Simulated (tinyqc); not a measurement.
From results to parameters: diatomic chain. Computed by the program tinyqc.

Problem. A chain of two alternating masses has one spring constant k; at the zone edge omega^2 = 2k/M and 2k/m, and wavenumber = 521.4708 sqrt(omega^2) with omega^2 in eV/(angstrom^2 u). Find k, the heavier mass and the optical wavenumber at q = 0.

wavenumbers at the zone edge (cm^-1): 233.208831  569.408791
lighter mass = 10.400000 u

Solution. The upper value gives k = m omega^2/2, the ratio of the squares gives M/m, and at q = 0 omega^2 = 2k (1/m + 1/M), the sum of the two.

k = 6.2000 eV/angstrom^2
heavier mass = 62.0000 u
optical wavenumber at q = 0 = 615.315 cm^-1
